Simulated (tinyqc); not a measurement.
Grain-boundary diffusion: Harrison regimes, Fisher and Le Claire analysis, Hart average. From one set of inputs to another, one input at a time. Computed by tinyqc, a small Python program. Command: `OMP_NUM_THREADS=1 python tinyqc.py 3010554 3010555 out.jsonl gbdiff ladder`. One thread of a shared host (Intel(R) Xeon(R) Processor @ 2.30GHz), about 0.01 s of CPU time with the checks.

A boundary is a slab of width delta with diffusivity D_b, normal to a surface held at constant concentration; it leaks into grains of diffusivity D.

The inputs printed are set A. Inputs not listed in the table keep their values of set A, so the rows need not describe a real material.

Inputs (values chosen for the exercise, for a model polycrystal): lattice prefactor D0 = 5.4e-05 m^2/s; lattice activation energy E = 2.33 eV; boundary prefactor D0b = 4.9e-05 m^2/s; boundary activation energy E_b = 1.17 eV; boundary width delta = 0.71 nm; segregation factor s = 1; grain size d = 0.036 um; temperature T = 745 K; time t = 8800 s.

Constants: k_B = 8.617333262e-05 eV/K.

Method:
- D = D0 exp(-E/(k_B T)), D_b = D0b exp(-E_b/(k_B T)).
- Triple product P = s delta D_b.
- Hart average for parallel slabs: f = delta/d, D_eff = (s f D_b + (1 - f) D)/(1 - f + s f); share of the boundaries = s f D_b/(s f D_b + (1 - f) D); depth sqrt(D_eff t).
- Fisher: the mean concentration falls as exp(-y/y_F), y_F = sqrt(P) (pi t/(4 D))^(1/4), with the boundary equation P d2c/dy2 = 2 c sqrt(D/(pi t)). Le Claire (from the Whipple solution): ln c falls as -(y/y_L)^(6/5) with P = 1.322 sqrt(D/t) y_L^2.

Each row keeps all changes above it:
```
input moved                                                                      from             to  Le Claire depth y_L (um)  D_eff (m^2/s)  depth sqrt(D_eff t) (um)
set A                                                                               -              -                1.7629e+01     1.1758e-14                1.0172e+01
grain size d (um)                                                               0.036            1.8                1.7629e+01     2.3517e-16                1.4386e+00
segregation factor s                                                                1             10                5.5747e+01     2.3433e-15                4.5410e+00
boundary width delta (nm)                                                        0.71           0.75                5.7296e+01     2.4748e-15                4.6667e+00
time t (s)                                                                       8800         180000                1.2185e+02     2.4748e-15                2.1106e+01
boundary prefactor D0b (m^2/s) and boundary activation energy E_b (eV)  4.9e-05, 1.17  4.8e-06, 2.19                1.3530e-02     9.3329e-21                4.0987e-02
temperature T (K)                                                                 745           1550                8.5482e-01     1.4293e-12                5.0722e+02
```

Le Claire depth y_L goes from 17.6 to 0.855, a factor 0.0485 in all. The largest single move comes from boundary prefactor D0b with boundary activation energy E_b (a factor 1.11e-4), and temperature T works against it (a factor 63.2). D_eff goes from 1.18e-14 to 1.43e-12, a factor 122 in all. The largest single move comes from temperature T (a factor 1.53e8), and boundary prefactor D0b with boundary activation energy E_b works against it (a factor 3.77e-6). Depth sqrt(D_eff t) goes from 10.2 to 507, a factor 49.9 in all. The largest single move comes from temperature T (a factor 12400), and boundary prefactor D0b with boundary activation energy E_b works against it (a factor 0.00194). The single moves hold for this order of the switches; the total does not depend on the order.

Caution (rows set A, grain size d, segregation factor s, boundary width delta, time t, boundary prefactor D0b): outside regime A (which needs sqrt(D t) above about 3 d) the Hart average and its depth are formal: they describe a profile only in regime A or at steady state. Caution (rows set A, segregation factor s, boundary width delta, boundary prefactor D0b, temperature T): the Fisher and Le Claire forms need regime B with beta above 10.

Extremes, crossings and ranges named in words are read from the listed rows.
